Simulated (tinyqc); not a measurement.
# Via and link resistance from two via chains

Question. A chain of 2000 vias joined by 2000 metal links has R = 2000 (Rv + Rlink), with Rlink proportional to the link length. Find Rv, Rlink for length L, and the value of Rv that the short chain would give if the links were ignored.

resistance of chains of 2000 links with link lengths L and 3 L (ohm): 74000  1.18e5

Solution. R per link is a straight line in the link length; its intercept at zero length is Rv.

Rv = 26.00 ohm
Rlink = 11.00 ohm
Rv without correction = 37.00 ohm

Numbers from tinyqc (`OMP_NUM_THREADS=1 python tinyqc.py 2750172 2750173 out.jsonl`; about 0.01 s on one thread of a shared Intel Xeon 2.30GHz).
